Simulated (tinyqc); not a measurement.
What a faster ramp buys: rapid thermal processing of a wafer: radiative balance, ramp and cooling, pattern effects, pyrometer error and spike budget. Computed by tinyqc, a small Python program. Command: `OMP_NUM_THREADS=1 python tinyqc.py 3110346 3110347 out.jsonl rtp walk`. One thread of a shared host (Intel(R) Xeon(R) Processor @ 2.30GHz), about 0.04 s of CPU time with the checks.

The wafer is opaque and uniform through its thickness unless said otherwise; temperatures in formulas are in kelvin (C + 273.15). sigma = 5.670374419e-12 W/(cm^2 K^4).

Inputs (values chosen for the exercise, modelled on a hot silicon wafer):

| quantity | value | unit |
|---|---|---|
| wafer thickness d | 525 | micrometre |
| heat capacity per volume C | 2.3 | J/(cm^3 K) |
| thermal conductivity k | 0.22 | W/(cm K) |
| emissivity eps of each face | 0.63 | - |
| reflectivity of the chamber walls r | 0.58 | - |
| gas heat-transfer coefficient h, both faces together | 3.7 | mW/(cm^2 K) |
| wall temperature T_w | 350 | K |
| process temperature | 879 | C |
| starting temperature | 500 | C |
| ramp rate | 98 | K/s |
| activation energy of the process E_a | 2 | eV |

Constants: k_B = 8.617333262e-05 eV/K.

Method:
- Effective emissivity between parallel grey plates: eps_eff = 1/(1/eps + 1/(1 - r) - 1). Loss per area q(T) = 2 eps_eff sigma (T^4 - T_w^4) + h (T - T_w).
- Absorbed power during a ramp = q(T) + C d x ramp rate; thermal time constant tau = C d/(dq/dT), dq/dT = 8 eps_eff sigma T^3 + h; natural cooling rate q/(C d); front-to-back difference under one-sided heating at the end of the ramp = (absorbed power) d/(2 k).
- Cooling with the lamps off: C d dT/dt = -q(T), integrated adaptively (relative tolerance 1e-10).
- Spike anneal: linear ramp to the peak, then lamps off. Equivalent time at the peak = int exp(-(E_a/k_B)(1/T - 1/T_peak)) dt; estimate (k_B T^2/E_a)(1/ramp rate + 1/cooling rate). The ramp part uses 4000 trapezoid steps, the cooling part 4000 steps over 4 tau.

time constant tau = 4.46005 s

holding power q = 9.64313 W/cm^2

natural cooling rate = 79.8603 K/s

Against the ramp rate:

| ramp (K/s) | ramp part (s) | cooling part (s) | total (s) | power at the peak (W/cm^2) |
|---|---|---|---|---|
| 10 | 5.2226 | 0.75855 | 5.9811 | 10.85 |
| 25 | 2.0890 | 0.75855 | 2.8476 | 12.66 |
| 50 | 1.0445 | 0.75855 | 1.8031 | 15.68 |
| 100 | 0.5223 | 0.75855 | 1.2808 | 21.72 |
| 250 | 0.2089 | 0.75855 | 0.9675 | 39.83 |
| 500 | 0.1045 | 0.75855 | 0.8630 | 70.02 |
| 1000 | 0.0522 | 0.75855 | 0.8108 | 130.39 |

From 10 to 100 K/s the total falls by a factor 4.7, from 100 to 1000 K/s by 1.58: the cooling part, 0.759 s, is a floor, and the natural cooling rate here is 79.9 K/s.

Extremes, crossings and ranges named in words are read from the listed rows.
